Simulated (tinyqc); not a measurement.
Band bending at a free surface with a continuum of surface states, surface photovoltage and Kelvin probe: course of the iteration.

n-type bulk, xi = Ec - EF = Vt ln(Nc/Nd), p0 = ni^2/Nd, ni = sqrt(Nc Nv) exp(-Eg/(2 Vt)), Eg in volts. b is the upward band bending, u = b/Vt. Space charge per area, in units of q: Qc = sign(b) sqrt((2 eps0 eps_r Vt/q) [(Nd + dn)(exp(-u) - 1) + Nd u + (p0 + dn)(exp(u) - 1)]), with dn the excess density under light (flat quasi-Fermi levels; 0 in the dark). The states hold -Ds (E0 - xi - b): negative while the Fermi level lies above the neutrality level. Neutrality: Qc + Qf + (charge of the states) = 0.

Fixed-point step: b(new) = E0 - xi - (Qc(b) + Qf)/Ds.

Stop when b changes by less than 1e-10 V, or after 40 iterations.

Parameters, values chosen for the exercise; band and dielectric values close to those of gallium arsenide:
```
symbol,value,unit,meaning
T,350,K,temperature
Eg,1.43,eV,band gap
eps_r,12.9,,relative permittivity
Nc,5.54e17,cm^-3,conduction-band density of states at T
Nv,1.13e19,cm^-3,valence-band density of states at T
Nd,5.5e16,cm^-3,donor density
Qf,7.8e10,cm^-2,fixed positive charge at the surface
Ds,2.1e12,cm^-2 eV^-1,density of surface states
E0,0.64,eV,depth of their neutrality level below the conduction edge
```

Constants: q = 1.602176634e-19 C, kB = 1.380649e-23 J/K, Vt = kB T/q, eps0 = 8.8541878128e-14 F/cm where lengths are in cm. Results are converted to the units shown.

b at the start = 0.46 V

Course of the iteration:
```
iteration,b (V),change (V)
1,0.256724,0.203
2,0.332471,0.0757
3,0.301335,0.0311
4,0.313599,0.0123
5,0.308689,4.91e-3
6,0.310642,1.95e-3
7,0.309863,7.79e-4
8,0.310173,3.10e-4
9,0.310049,1.24e-4
...,...,...
17,0.310085,7.86e-8
18,0.310085,3.13e-8
19,0.310085,1.25e-8
20,0.310085,4.98e-9
21,0.310085,1.98e-9
22,0.310085,7.90e-10
23,0.310085,3.15e-10
24,0.310085,1.25e-10
25,0.310085,5.00e-11
```

Did this iteration meet its convergence test, and what does its course show?

Yes. Converged in 25 iterations. The step multiplies the error by -(dQc/db)/Ds = -0.40.

Numbers from tinyqc (`OMP_NUM_THREADS=1 python tinyqc.py 2430159 2430160 out.jsonl`; about 0.01 s on one thread of a shared Intel Xeon 2.30GHz).
